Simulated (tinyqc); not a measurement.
Comparisons within one model: valley splitting in a one-orbital chain of atomic planes (second-neighbour model). A value that a table varies takes the place of the one given here.

Each (001) plane carries one orbital with energy e0, hopping v to the next plane and u to the second: E(phi) = e0 + 2 v cos(phi) + 2 u cos(2 phi), where phi = pi - k a/4 (the sign of every second orbital is chosen so that v > 0, which shifts the phase by pi). The minimum lies at cos(phi0) = -v/(4u), phi0 = pi - (pi/2) k0 for a valley at k0 (2 pi/a), and e0 puts it at zero. A slab of N planes has hard walls: the matrix simply ends.

A well of Nw planes between barriers of 40 planes each (as of a SiGe alloy, taken as an offset alone). With x = j - 39.5 for plane j = 0, 1, ..., the potential is V0 (f(x) + f(Nw - x)) + F (j - 40) a/4, f(y) = 1/(1 + exp(y/L)), a step for L = 0; L is in planes, 4 L is about the distance over which f goes from 0.88 to 0.12, and 1 MV/m = 1e-4 V/angstrom.

Constants: hbar^2/2m0 = 3.80998211 eV angstrom^2.

Parameters, chosen for this exercise (near those of the Delta valleys of silicon; abrupt walls in this chain split the valleys several times more than measured wells; the results hold for these values, not for the real material):
- a = 5.421 angstrom (lattice constant; planes lie a/4 apart)
- ml = 0.925 m0 (longitudinal mass)
- N0 = 38 (first number of planes)
- Nf = 100 (planes in the thick slab)
- V0 = 0.3 eV (barrier height)
- F = 10 MV/m (field)
- Nw = 76 (planes in the well)
- k0 = 0.818 2 pi/a (position of the valley)

## Splitting against the number of planes

u = 0.609076 eV
v = 0.687054 eV
e0 = 1.411906 eV
phi0 = 1.856681 rad

Ten slabs from N0 on, of thickness (N - 1) a/4 between the outer planes. Effective mass: E1 = (c/ml)(pi/W)^2 with W = (N + 2) a/4: the amplitude vanishes on two missing planes at each end, and the envelope has its nodes N + 2 spacings apart. Large-N estimate of the splitting: 16 pi^2 u |sin(phi0) sin((N + 2) phi0)|/(N + 2)^3.

Doublet (meV):
```
N   thickness (angstrom)  mean level  effective mass  splitting  estimate
38                 50.14       13.82           13.83      1.276     1.305
39                 51.50       13.15           13.17      0.919     0.889
40                 52.85       12.52           12.55      0.621     0.661
41                 54.21       11.96           11.97      1.124     1.118
42                 55.57       11.41           11.43      0.049     0.014
43                 56.92       10.92           10.93      0.955     0.968
44                 58.28       10.45           10.46      0.546     0.523
45                 59.63       10.01           10.02      0.550     0.573
46                 60.99        9.60            9.61      0.771     0.764
47                 62.34        9.20            9.22      0.077     0.101
```

The mean level falls smoothly, from 13.8 to 9.2 meV, within 0.3 % of the effective-mass value. The splitting swings between 0.049 (N = 42) and 1.276 meV (N = 38): one plane more or less changes the phase between the two walls by phi0 = 1.857 rad. The estimate misses the computed values by at most 0.040 meV.

## Splitting against the electric field

A thick slab in a field F: plane j = 0, 1, ... gains the energy F j a/4 (1 MV/m = 1e-4 V/angstrom), which presses the electron against the first wall. The exponent is the slope of ln(splitting) against ln F between 20 and 50 MV/m.

Doublet:
```
F (MV/m)  mean level (meV)  splitting (meV)  splitting/F (meV per MV/m)
1                     7.93           0.1491                      0.1491
2                    12.41           0.2835                      0.1418
5                    22.57           0.7067                      0.1413
10                   35.39           1.4140                      0.1414
20                   55.30           2.8296                      0.1415
30                   71.63           4.2466                      0.1416
50                   98.97           7.0841                      0.1417
```

exponent = 1.00

The splitting goes from 0.1491 to 7.0841 meV. At high field it grows as F^1.00: at a single hard wall it follows the squared slope of the envelope, which is proportional to F, while the level itself grows about as F^(2/3) (here F^0.64). A hard wall is the sharpest interface possible; real Si interfaces split several times less.

## Sharp and graded interfaces

The lowest doublet for several interface widths L.

Doublet:
```
L (planes)  4 L (angstrom)  mean level (meV)  splitting (micro-eV)
0.00                  0.00             32.73               1413.78
0.25                  1.36             32.93                724.09
0.50                  2.71             33.24                143.79
0.75                  4.07             33.63                 29.81
1.00                  5.42             34.11                  5.83
1.50                  8.13             35.32                  0.18
2.00                 10.84             36.75                  0.00
```

The mean level moves by +4.0 meV over the table, while the splitting falls from 1413.8 micro-eV at a step to 5.83 at L = 1 plane, a factor 242. Coupling the valleys needs the Fourier component of the potential at twice the valley wave vector, a period of a few planes, and grading removes it. Random alloy disorder, left out here, sets the splitting once this part is gone.

## What each parameter does

Step interfaces (L = 0). u, v, e0 follow from 8 u sin^2(phi0) = (2c/ml)/(a/4)^2, v = -4u cos(phi0), e0 = 2u + v^2/(4u), c = hbar^2/2m0. Each row changes one parameter from the base and keeps the others.

Results:
```
case               mean level (meV)  splitting (micro-eV)
base                          32.73                1413.8
k0 = 0.828 2 pi/a             32.73                1407.3
ml = 1.018 m0                 31.72                1413.9
V0 = 0.45 eV                  33.39                1413.8
F = 20 MV/m                   49.89                2828.8
Nw = 77                       32.73                1413.8
```

The largest shifts from the base row, up to three for each result and ties (the steps differ in size, so this ranks the rows, not the parameters). mean level (meV): F +17.16, ml -1.01, V0 +0.66; unchanged at the printed digits by k0 and Nw. splitting (micro-eV): F +1415.0, k0 -6.5, ml +0.1; unchanged at the printed digits by V0 and Nw.

Program tinyqc; command `OMP_NUM_THREADS=1 python tinyqc.py 1452313 1452314 out.jsonl`; about 0.01 s on one thread of a shared Intel(R) Xeon(R) Processor @ 2.30GHz.
